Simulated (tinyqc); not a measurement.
Worked calculation: Pariser-Parr-Pople SCF with singles CI, for the molecule [CH2+]c1ccncc1 (SMILES; centres numbered as the heavy atoms are written). Computed by tinyqc, a small Python program that keeps every step. Settings: charge = 1, gamma = MN, start = huckel, damping = 0, iteration cap = 76, excitations kept = 4. Command: `OMP_NUM_THREADS=1 python tinyqc.py 28707 28708 out.jsonl` (the two numbers bound the seeds that draw the settings). One thread of a shared host (Intel(R) Xeon(R) Processor @ 2.60GHz), about 0.01 s of CPU time with the checks. Later iterations appear only in the table of the cycle.

## PPP integrals

Centres (angstrom, eV; a flat drawing with bonds scaled to 1.40 angstrom):
```
centre        x        y  core charge z        W  gamma_rr
1C       2.4000   0.0000              1  11.1600   11.1300
2C       1.0000   0.0000              1  11.1600   11.1300
3C       0.3000   1.2120              1  11.1600   11.1300
4C      -1.1000   1.2120              1  11.1600   11.1300
5N      -1.8000   0.0000              1  14.1000   12.3000
6C      -1.1000  -1.2120              1  11.1600   11.1300
7C       0.3000  -1.2120              1  11.1600   11.1300
```

Resonance integrals (eV):
```
i  j     beta
1  2  -2.5100
2  3  -2.5100
3  4  -2.5100
4  5  -2.6400
5  6  -2.6400
6  7  -2.5100
7  2  -2.5100
```

Mataga-Nishimoto: gamma = 14.399645/(R + a), a = 2 x 14.399645/(gamma_rr + gamma_ss); H_rr = -W_r - sum_(s != r) z_s gamma_rs; H_rs = beta for bonds.

repulsion gamma_rs (eV), order 1C, 2C, 3C, 4C, 5N, 6C, 7C:
$$\begin{pmatrix}
11.1300 & 5.3455 & 3.8725 & 2.8813 & 2.6523 & 2.8813 & 3.8725 \\
5.3455 & 11.1300 & 5.3463 & 3.8725 & 3.5739 & 3.8725 & 5.3463 \\
3.8725 & 5.3463 & 11.1300 & 5.3455 & 3.9410 & 3.5181 & 3.8732 \\
2.8813 & 3.8725 & 5.3455 & 11.1300 & 5.4777 & 3.8732 & 3.5181 \\
2.6523 & 3.5739 & 3.9410 & 5.4777 & 12.3000 & 5.4777 & 3.9410 \\
2.8813 & 3.8725 & 3.5181 & 3.8732 & 5.4777 & 11.1300 & 5.3455 \\
3.8725 & 5.3463 & 3.8732 & 3.5181 & 3.9410 & 5.3455 & 11.1300
\end{pmatrix}$$

core matrix H (eV), order 1C, 2C, 3C, 4C, 5N, 6C, 7C:
$$\begin{pmatrix}
-32.6654 & -2.5100 & 0.0000 & 0.0000 & 0.0000 & 0.0000 & 0.0000 \\
-2.5100 & -38.5170 & -2.5100 & 0.0000 & 0.0000 & 0.0000 & -2.5100 \\
0.0000 & -2.5100 & -37.0566 & -2.5100 & 0.0000 & 0.0000 & 0.0000 \\
0.0000 & 0.0000 & -2.5100 & -36.1283 & -2.6400 & 0.0000 & 0.0000 \\
0.0000 & 0.0000 & 0.0000 & -2.6400 & -39.1635 & -2.6400 & 0.0000 \\
0.0000 & 0.0000 & 0.0000 & 0.0000 & -2.6400 & -36.1283 & -2.5100 \\
0.0000 & -2.5100 & 0.0000 & 0.0000 & 0.0000 & -2.5100 & -37.0566
\end{pmatrix}$$

## Starting guess

pi electrons, sum of z_r less the charge = 6

Orbitals of the Hueckel matrix of the beta values.

P at the start, order 1C, 2C, 3C, 4C, 5N, 6C, 7C:
$$\begin{pmatrix}
0.4206 & 0.6311 & 0.2897 & -0.1056 & -0.2754 & -0.1056 & 0.2897 \\
0.6311 & 1.0000 & 0.5255 & 0.0000 & -0.2222 & 0.0000 & 0.5255 \\
0.2897 & 0.5255 & 0.8552 & 0.6987 & 0.1377 & -0.3013 & -0.1448 \\
-0.1056 & 0.0000 & 0.6987 & 1.0000 & 0.6402 & 0.0000 & -0.3013 \\
-0.2754 & -0.2222 & 0.1377 & 0.6402 & 0.8691 & 0.6402 & 0.1377 \\
-0.1056 & 0.0000 & -0.3013 & 0.0000 & 0.6402 & 1.0000 & 0.6987 \\
0.2897 & 0.5255 & -0.1448 & -0.3013 & 0.1377 & 0.6987 & 0.8552
\end{pmatrix}$$

## Iteration 1: Fock matrix

F_rr = H_rr + P_rr gamma_rr / 2 + sum_(s != r) P_ss gamma_rs; F_rs = H_rs - P_rs gamma_rs / 2; E = tr P (H + F) / 2 + core repulsion sum_(r<s) z_r z_s gamma_rs.

F (eV), order 1C, 2C, 3C, 4C, 5N, 6C, 7C:
$$\begin{pmatrix}
-10.2883 & -4.1968 & -0.5609 & 0.1521 & 0.3653 & 0.1521 & -0.5609 \\
-4.1968 & -10.7088 & -3.9148 & 0.0000 & 0.3970 & 0.0000 & -3.9148 \\
-0.5609 & -3.9148 & -9.7217 & -4.3775 & -0.2714 & 0.5299 & 0.2805 \\
0.1521 & 0.0000 & -4.3775 & -9.2654 & -4.3934 & 0.0000 & 0.5299 \\
0.3653 & 0.3970 & -0.2714 & -4.3934 & -11.4336 & -4.3934 & -0.2714 \\
0.1521 & 0.0000 & 0.5299 & 0.0000 & -4.3934 & -9.2654 & -4.3775 \\
-0.5609 & -3.9148 & 0.2805 & 0.5299 & -0.2714 & -4.3775 & -9.7217
\end{pmatrix}$$

pi energy = -83.7980 eV

## Iteration 1: orbitals and new P

Diagonalise F (the basis is taken as orthonormal) and form P = 2 sum c c over the lowest orbitals.

orbital energies (eV): [-18.6599, -16.4743, -14.5551, -9.1885, -4.9190, -4.7125, -1.8956]

P after iteration 1, order 1C, 2C, 3C, 4C, 5N, 6C, 7C:
$$\begin{pmatrix}
0.4849 & 0.6811 & 0.3031 & -0.0727 & -0.2767 & -0.0727 & 0.3031 \\
0.6811 & 0.9962 & 0.4970 & 0.0257 & -0.2019 & 0.0257 & 0.4970 \\
0.3031 & 0.4970 & 0.8553 & 0.6832 & 0.1632 & -0.3140 & -0.2196 \\
-0.0727 & 0.0257 & 0.6832 & 0.8855 & 0.6434 & -0.0397 & -0.3140 \\
-0.2767 & -0.2019 & 0.1632 & 0.6434 & 1.0374 & 0.6434 & 0.1632 \\
-0.0727 & 0.0257 & -0.3140 & -0.0397 & 0.6434 & 0.8855 & 0.6832 \\
0.3031 & 0.4970 & -0.2196 & -0.3140 & 0.1632 & 0.6832 & 0.8553
\end{pmatrix}$$

## Iteration 2: Fock matrix

As before.

F (eV), order 1C, 2C, 3C, 4C, 5N, 6C, 7C:
$$\begin{pmatrix}
-10.1634 & -4.3304 & -0.5868 & 0.1048 & 0.3669 & 0.1048 & -0.5868 \\
-4.3304 & -10.6703 & -3.8386 & -0.0497 & 0.3608 & -0.0497 & -3.8386 \\
-0.5868 & -3.8386 & -9.8437 & -4.3360 & -0.3216 & 0.5523 & 0.4252 \\
0.1048 & -0.0497 & -4.3360 & -9.2528 & -4.4023 & 0.0768 & 0.5523 \\
0.3669 & 0.3608 & -0.3216 & -4.4023 & -11.4953 & -4.4023 & -0.3216 \\
0.1048 & -0.0497 & 0.5523 & 0.0768 & -4.4023 & -9.2528 & -4.3360 \\
-0.5868 & -3.8386 & 0.4252 & 0.5523 & -0.3216 & -4.3360 & -9.8437
\end{pmatrix}$$

pi energy = -84.1116 eV

## Iteration 2: orbitals and new P

As before.

orbital energies (eV): [-18.6819, -16.4161, -14.7102, -9.0266, -4.8884, -4.8268, -1.9721]

P after iteration 2, order 1C, 2C, 3C, 4C, 5N, 6C, 7C:
$$\begin{pmatrix}
0.4994 & 0.6926 & 0.3059 & -0.0665 & -0.2716 & -0.0665 & 0.3059 \\
0.6926 & 0.9957 & 0.4897 & 0.0276 & -0.1978 & 0.0276 & 0.4897 \\
0.3059 & 0.4897 & 0.8570 & 0.6796 & 0.1659 & -0.3158 & -0.2387 \\
-0.0665 & 0.0276 & 0.6796 & 0.8683 & 0.6438 & -0.0361 & -0.3158 \\
-0.2716 & -0.1978 & 0.1659 & 0.6438 & 1.0544 & 0.6438 & 0.1659 \\
-0.0665 & 0.0276 & -0.3158 & -0.0361 & 0.6438 & 0.8683 & 0.6796 \\
0.3059 & 0.4897 & -0.2387 & -0.3158 & 0.1659 & 0.6796 & 0.8570
\end{pmatrix}$$

## Iteration 3: Fock matrix

As before.

F (eV), order 1C, 2C, 3C, 4C, 5N, 6C, 7C:
$$\begin{pmatrix}
-10.1264 & -4.3610 & -0.5923 & 0.0958 & 0.3602 & 0.0958 & -0.5923 \\
-4.3610 & -10.6501 & -3.8191 & -0.0534 & 0.3535 & -0.0534 & -3.8191 \\
-0.5923 & -3.8191 & -9.8597 & -4.3265 & -0.3269 & 0.5555 & 0.4622 \\
0.0958 & -0.0534 & -4.3265 & -9.2669 & -4.4034 & 0.0699 & 0.5555 \\
0.3602 & 0.3535 & -0.3269 & -4.4034 & -11.5288 & -4.4034 & -0.3269 \\
0.0958 & -0.0534 & 0.5555 & 0.0699 & -4.4034 & -9.2669 & -4.3265 \\
-0.5923 & -3.8191 & 0.4622 & 0.5555 & -0.3269 & -4.3265 & -9.8597
\end{pmatrix}$$

pi energy = -84.1200 eV

## Iteration 3: orbitals and new P

As before.

orbital energies (eV): [-18.6830, -16.4156, -14.7361, -8.9910, -4.9226, -4.8182, -1.9919]

P after iteration 3, order 1C, 2C, 3C, 4C, 5N, 6C, 7C:
$$\begin{pmatrix}
0.5020 & 0.6950 & 0.3070 & -0.0643 & -0.2687 & -0.0643 & 0.3070 \\
0.6950 & 0.9957 & 0.4881 & 0.0277 & -0.1973 & 0.0277 & 0.4881 \\
0.3070 & 0.4881 & 0.8570 & 0.6784 & 0.1655 & -0.3165 & -0.2434 \\
-0.0643 & 0.0277 & 0.6784 & 0.8655 & 0.6445 & -0.0341 & -0.3165 \\
-0.2687 & -0.1973 & 0.1655 & 0.6445 & 1.0574 & 0.6445 & 0.1655 \\
-0.0643 & 0.0277 & -0.3165 & -0.0341 & 0.6445 & 0.8655 & 0.6784 \\
0.3070 & 0.4881 & -0.2434 & -0.3165 & 0.1655 & 0.6784 & 0.8570
\end{pmatrix}$$

## Convergence

Stop when output and input P, before any damping, agree to 1e-7.

Course of the cycle:
```
iteration      E (eV)  largest |P(out) - P(in)|
1          -83.798026                  1.68e-01
2          -84.111619                  1.91e-02
3          -84.120045                  4.74e-03
4          -84.120557                  1.38e-03
5          -84.120609                  4.68e-04
6          -84.120616                  1.74e-04
7          -84.120617                  6.43e-05
8          -84.120617                  2.37e-05
9          -84.120617                  8.71e-06
10         -84.120617                  3.21e-06
11         -84.120617                  1.19e-06
12         -84.120617                  4.41e-07
13         -84.120617                  1.64e-07
14         -84.120617                  6.10e-08
```

Converged in 14 iterations.

## Converged orbitals

Charges are z - P_rr.

orbital energies (eV): [-18.6823, -16.4177, -14.7408, -8.9825, -4.9312, -4.8157, -1.9964]

coefficients, order 1C, 2C, 3C, 4C, 5N, 6C, 7C:
$$\begin{pmatrix}
0.2769 & -0.4178 & 0.0000 & 0.7429 & 0.0000 & -0.4081 & -0.1741 \\
0.4894 & -0.5082 & 0.0000 & -0.0584 & 0.0000 & 0.5663 & 0.4220 \\
0.3715 & -0.1219 & 0.5250 & -0.3958 & -0.4737 & -0.1726 & -0.4008 \\
0.3417 & 0.3020 & 0.4737 & -0.0466 & 0.5250 & -0.3401 & 0.4173 \\
0.4173 & 0.5958 & 0.0000 & 0.3564 & 0.0000 & 0.4710 & -0.3492 \\
0.3417 & 0.3020 & -0.4737 & -0.0466 & -0.5250 & -0.3401 & 0.4173 \\
0.3715 & -0.1219 & -0.5250 & -0.3958 & 0.4737 & -0.1726 & -0.4008
\end{pmatrix}$$

pi charges: 1C 0.4975, 2C 0.0043, 3C 0.1430, 4C 0.1353, 5N -0.0584, 6C 0.1353, 7C 0.1430

## Singles CI, singlets

Over the 4 single excitations with the smallest orbital gaps: A = (e_a - e_i) delta + 2 (ia|jb) - (ij|ab), with (pq|rs) = sum c_mp c_mq gamma_mn c_nr c_ns. f = 2/3 w |mu|^2 in atomic units, mu = sqrt2 sum c_ia sum_m c_mi c_ma R_m.

singlet CI matrix (eV), order 3>4, 2>4, 1>4, 3>5:
$$\begin{pmatrix}
2.6529 & 0.0000 & 0.0000 & 0.0000 \\
0.0000 & 4.8554 & 0.1567 & 0.3278 \\
0.0000 & 0.1567 & 6.3823 & 0.3004 \\
0.0000 & 0.3278 & 0.3004 & 6.8965
\end{pmatrix}$$

singlet excitation energies (eV): [2.6529, 4.7964, 6.2440, 7.0938]

oscillator strengths: [0.1441, 0.7323, 0.1924, 0.6625]

## Singles CI, triplets

Over the 4 single excitations with the smallest orbital gaps: A = (e_a - e_i) delta - (ij|ab), with (pq|rs) = sum c_mp c_mq gamma_mn c_nr c_ns.

triplet CI matrix (eV), order 3>4, 2>4, 1>4, 3>5:
$$\begin{pmatrix}
1.3184 & 0.0000 & 0.0000 & 0.0000 \\
0.0000 & 2.4074 & 0.7898 & 0.1212 \\
0.0000 & 0.7898 & 4.8730 & -0.5668 \\
0.0000 & 0.1212 & -0.5668 & 3.8590
\end{pmatrix}$$

triplet excitation energies (eV): [1.3184, 2.1298, 3.7203, 5.2892]
